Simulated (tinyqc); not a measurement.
# CMOS latch-up, two-transistor model: effect of the temperature

A parasitic pnp (emitter at Vdd, base shunted by Rw) and npn (emitter at ground, base shunted by Rs) feed each other: the npn collector current flows out of the pnp base node, the pnp collector current into the npn base node. Forward-active transistors with constant gains: Icn = Isn exp(Vn/Vt), Icp = Isp (exp(Vp/Vt) - 1). A current Ii is injected into the npn base node.

Isn, Isp and Von are given at 300 K; the currents scale as T^3 exp(-1.12 V/Vt), Von falls by 1.5 mV/K, gains and resistances are fixed. Node equations: Vp/Rw + Icp/bp = Icn and Vn/Rs + Icn/bn = Icp + Ii. Loop gain G = gn gp/[(1/Rw + gp/bp)(1/Rs + gn/bn)], gn = Icn/Vt, gp = (Icp + Isp)/Vt; the off state ends where G = 1, and Ii there is the trigger current. On state with both base-emitter voltages at Von: npn base current Ib = (Von/Rs + bp Von/Rw)/(bn bp - 1), holding current Ih = (bn + 1) Ib + Von/Rs, holding voltage Vh = Vsat + Von + R2 (Ib + Von/Rs).

Inputs (values chosen for the exercise); values close to those of bulk CMOS:
- bn = 7.4 (current gain of the npn)
- bp = 2.1 (current gain of the pnp)
- Isn = 6.7e-15 A (saturation current of the npn at the reference temperature)
- Isp = 4.7e-16 A (saturation current of the pnp at the reference temperature)
- Rs = 220 ohm (substrate resistance shunting the npn)
- Rw = 210 ohm (well resistance shunting the pnp)
- R2 = 86 ohm (resistance from the pnp collector to the npn base)
- Von = 0.72 V (base-emitter voltage in the on state)
- Vsat = 0.12 V (saturation voltage)
- Vdd = 3.3 V (supply voltage)

Constants: q = 1.602176634e-19 C, kB = 1.380649e-23 J/K, Vt = kB T/q. Results are converted to the units shown.

Effect of the temperature:

| T (K) | Vn at trigger (V) | trigger current (mA) | Ih (mA) | Vh (V) |
|---|---|---|---|---|
| 233 | 0.8076 | 4.140 | 10.62 | 1.332 |
| 263 | 0.7576 | 3.877 | 10.04 | 1.265 |
| 293 | 0.7061 | 3.606 | 9.459 | 1.199 |
| 323 | 0.6533 | 3.329 | 8.876 | 1.132 |
| 353 | 0.5991 | 3.045 | 8.294 | 1.066 |
| 383 | 0.5434 | 2.754 | 7.711 | 0.9995 |
| 413 | 0.4863 | 2.456 | 7.128 | 0.9331 |
| 443 | 0.4276 | 2.150 | 6.546 | 0.8666 |

As T goes from 233 to 443 K, the trigger current falls from 4.14 to 2.15 mA, Ih falls from 10.6 to 6.55 mA and Vh falls from 1.33 to 0.867 V. Vh exceeds the supply Vdd = 3.3 V, which then cannot sustain a latched state, in 0 of the 8 rows.

Numbers from tinyqc (`OMP_NUM_THREADS=1 python tinyqc.py 2670012 2670013 out.jsonl`; about 0.07 s on one thread of a shared Intel Xeon 2.30GHz).
